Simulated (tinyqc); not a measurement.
Inside a calculation. Method: Pariser-Parr-Pople SCF with singles CI, for the molecule NC1=C2C=CC=C2C=C1 (SMILES; centres numbered as the heavy atoms are written). Computed by tinyqc, a small Python program that keeps every step. Settings: charge = 0, gamma = Ohno, start = huckel, damping = 0.5, iteration cap = 54, excitations kept = 4. Command: `OMP_NUM_THREADS=1 python tinyqc.py 20310 20311 out.jsonl` (the two numbers bound the seeds that draw the settings). One thread of a shared host (Intel(R) Xeon(R) Processor @ 2.60GHz), about 0.02 s of CPU time with the checks.

Centres (angstrom, eV; a flat drawing with bonds scaled to 1.40 angstrom):
```
centre          x          y  core charge z          W   gamma_rr
1N      -2.291000  -1.416000              2  25.600000  16.800000
2C      -1.379000  -0.355000              1  11.160000  11.130000
3C       0.017000  -0.469000              1  11.160000  11.130000
4C       1.078000  -1.381000              1  11.160000  11.130000
5C       2.274000  -0.654000              1  11.160000  11.130000
6C       1.952000   0.709000              1  11.160000  11.130000
7C       0.556000   0.823000              1  11.160000  11.130000
8C      -0.505000   1.735000              1  11.160000  11.130000
9C      -1.701000   1.008000              1  11.160000  11.130000
```

Resonance integrals (eV):
```
i  j       beta
1  2  -2.240000
2  3  -2.390000
3  4  -2.390000
4  5  -2.390000
5  6  -2.390000
6  7  -2.390000
7  8  -2.390000
8  9  -2.390000
9  2  -2.390000
7  3  -2.390000
```

Stop when output and input P, before any damping, agree to 1e-7.

Course of the cycle:
```
iteration         E (eV)  largest |P(out) - P(in)|
1          -138.76912604                  6.75e-01
2          -140.45026470                  3.34e-01
3          -141.27463106                  1.72e-01
4          -141.70041079                  9.20e-02
5          -141.92430404                  5.06e-02
6          -142.04274314                  2.88e-02
7          -142.10552865                  1.82e-02
8          -142.13885651                  1.29e-02
9          -142.15658215                  9.15e-03
10         -142.16604129                  6.50e-03
11         -142.17111698                  4.62e-03
...                  ...                       ...
44         -142.17775049                  1.77e-04
45         -142.17775190                  1.65e-04
46         -142.17775312                  1.54e-04
47         -142.17775419                  1.43e-04
48         -142.17775511                  1.34e-04
49         -142.17775592                  1.25e-04
50         -142.17775662                  1.17e-04
51         -142.17775724                  1.09e-04
52         -142.17775777                  1.01e-04
53         -142.17775823                  9.47e-05
54         -142.17775864                  8.83e-05
```

Can the last value be used, and what does the course show?

Not by the stop rule, although the second column moves by less than 1e-06 over the last three steps. Not converged within 54 iterations: the residual falls steadily but slowly, by a factor of about 0.93 a step. Reruns (cap 100 unless said): damping 0: converged in 75 (E = -142.17776); the original settings with a cap of 400: converged in 152 (E = -142.17776).
